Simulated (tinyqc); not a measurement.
Elastic strain and critical thickness of a cubic alloy layer A(1-x)B(x) on a thick substrate: one step, computed by the program tinyqc. Command: `OMP_NUM_THREADS=1 python tinyqc.py 3008998 3008999 out.jsonl misfit walk`. One thread of a shared host (Intel(R) Xeon(R) Processor @ 2.30GHz), about 0.01 s of CPU time with the checks.

Strain is positive in tension. The layer is coherent with the substrate unless said otherwise.

Problem. Wafer curvature of the coherent layer. Stoney: curvature = 6 |stress| h/(M_S t_S^2); radius = 1/curvature; bow = curvature W^2/8.

Inputs (values chosen for the exercise, modelled on Ga(1-x)In(x)As on GaAs):
```
quantity                              value        unit
layer thickness h                       5.3          nm
biaxial modulus of the substrate M_S    115         GPa
substrate thickness t_S                 625  micrometre
wafer diameter W                        200          mm
```

in-plane stress = -2.518069 GPa

Give: curvature; radius of curvature; bow.

Solution.

curvature = 0.001783 1/m

radius of curvature = 561.0 m

bow = 8.913 micrometre

Caution: M_S is near the value for a (001) wafer; a (111) wafer is stiffer and bends less.
